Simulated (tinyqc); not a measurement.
Inside a calculation. Model: energy and delay of logic against supply voltage.

Computed by the program tinyqc: `OMP_NUM_THREADS=1 python tinyqc.py 2082048 2082049 out.jsonl`, one thread of a shared Intel Xeon 2.30GHz, about 0.01 s for the whole run. Printed values are rounded.

One expression serves below and above threshold: I(Vg) = Ik [ln(1 + exp((Vg - VT + dd V)/(al nf Vt)))]^al, with I_on = I(V) and I_off = I(0). Gate delay td = kd C V/I_on, clock period LD td. Per gate and cycle the switching energy is act C V^2 and the leakage energy I_off V LD td. No short-circuit current, no variation. Minima are sought above 0.09 V; below a few Vt gates no longer switch and the model has no meaning.

Inputs (values chosen for the exercise); values of the order met in logic technologies: temperature T = 250 K; threshold voltage at zero drain bias VT = 0.37 V; slope factor nf = 1.32; barrier lowering per volt of supply dd = 0.06; specific current of a gate Ik = 0.45 uA; exponent of the current law al = 1.56; load capacitance of a gate C = 2 fF; delay factor kd = 0.6; logic depth LD = 30; activity factor act = 0.05; supply voltage V = 0.73 V.

Constants: q = 1.602176634e-19 C, kB = 1.380649e-23 J/K, Vt = kB T/q. Results are converted to the units shown.

## Currents, delay and energies

I_on, I_off, td, clock frequency 1/(LD td), both energies and their sum.

I_on = 14.1092 uA
I_off = 0.00469085 nA
td = 62.0871 ps
clock frequency = 0.536880 GHz
switching energy = 53.29 aJ
leakage energy = 0.00637818 aJ
energy = 53.2964 aJ

I_on/I_off = 3.01e6; leakage makes up 0.0120 % of the energy.

## Starting value

V = 0.23 V.

V at the start = 0.23 V

## Iteration 1: new V

Minimum-energy supply: E(V) is the energy per gate and cycle; with h = 0.001 V, E' = (E(V + h) - E(V - h))/(2 h), E'' = (E(V - h) - 2 E(V) + E(V + h))/h^2, V(new) = V - E'/E''.

E' = 30.4474 aJ/V
E'' = 586.869 aJ/V^2
V after iteration 1 = 0.178119 V

## Iteration 2: new V

As before.

E' = -16.4342 aJ/V
E'' = 1307.12 aJ/V^2
V after iteration 2 = 0.190692 V

## Iteration 3: new V

As before.

E' = -1.41522 aJ/V
E'' = 1085.82 aJ/V^2
V after iteration 3 = 0.191995 V

## Course of the iteration

Stop when the step is below 1e-9 V, or after 40 iterations.

Course of the iteration:
```
iteration	V before the step (V)	step (V)
1	0.23	-0.0519
2	0.178119	0.0126
3	0.190692	1.30e-3
4	0.191995	1.32e-5
5	0.192008	1.14e-9
6	0.192008	-1.75e-14
```

Converged in 6 iterations. There leakage makes up 30.0 % of the energy and the clock runs at 0.183 MHz.
